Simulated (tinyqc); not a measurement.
Input admittance of a MOSFET at zero drain bias: distributed channel and distributed gate: two steps of the calculation.

Source and drain grounded, strong inversion, w = 2 pi f, Cox = eps0 eox/tox. The channel is an RC line of resistance 1/(mu Cox Vo) per square fed from both ends, so one finger has the intrinsic admittance y = i w Cox L tanh(g)/g per width, g = (1/2) sqrt(i w tau), tau = L^2/(mu Vo). The vertical resistance rv/L is in series with y, the overlaps 2 i w Cov in parallel: y_t = 1/(1/y + rv/L) + 2 i w Cov. The gate strip is a line of Rsh/L per length loaded by y_t, so a finger has Y = y_t Wf tanh(k)/k, k = (Wf/sd) sqrt(y_t Rsh/L); the device has Nf Y.

Parameters, values chosen for the exercise; values of the order met in silicon radio-frequency transistors:

| symbol | value | unit | meaning |
|---|---|---|---|
| eox | 8.94 |  | relative permittivity of the gate insulator (close to aluminium oxide) |
| tox | 12 | nm | insulator thickness |
| L | 1.6 | um | channel length |
| Wf | 2.8 | um | finger width |
| Nf | 64 |  | number of fingers |
| mu | 310 | cm^2/(V s) | channel mobility |
| Vo | 0.69 | V | gate overdrive |
| Rsh | 3.5 | ohm/square | sheet resistance of the gate |
| rv | 2.5 | ohm um^2 | vertical resistivity of the gate stack |
| sd | 1 |  | number of ends at which a finger is contacted |
| Cov | 0.24 | fF/um | overlap and fringe capacitance on each side |
| f | 1.8 | GHz | frequency |

Constants: eps0 = 8.8541878128e-14 F/cm where lengths are in cm. Results are converted to the units shown.

Problem 1. Low-frequency resistances and capacitance. Low-frequency limits, with c = Cox L and ct = c + 2 Cov: R_strip = Rsh Wf/(3 sd^2 L Nf), R_ch = (c/ct)^2 L/(12 mu Cox Vo Wf Nf), R_vert = (c/ct)^2 rv/(L Wf Nf), C = ct Wf Nf.

Give: parts; sum; C; 1/(2 pi R C).

Solution 1.

parts (ohm): strip 0.03190, channel 4.825, vertical 0.007977
sum = 4.864 ohm
C = 1977 fF
1/(2 pi R C) = 16.55 GHz

The channel term is the largest, 99.2 % of the sum.

Problem 2. Admittance of the channel and stack per width. tau, g, c = Cox L, y and y_t as defined.

Give: tau; g; c; y; y_t.

Solution 2.

tau = 119.68 ps
g = 0.41134+0.41134i
c = 10.554 fF/um
y = 13.22+117.58i uS/um
y_t = 13.24+123.00i uS/um

w tau = 1.35, and Im y is 0.985 of w c.

tinyqc, about 0.01 s, one thread, Intel Xeon 2.30GHz (shared host): `OMP_NUM_THREADS=1 python tinyqc.py 2262192 2262193 out.jsonl`
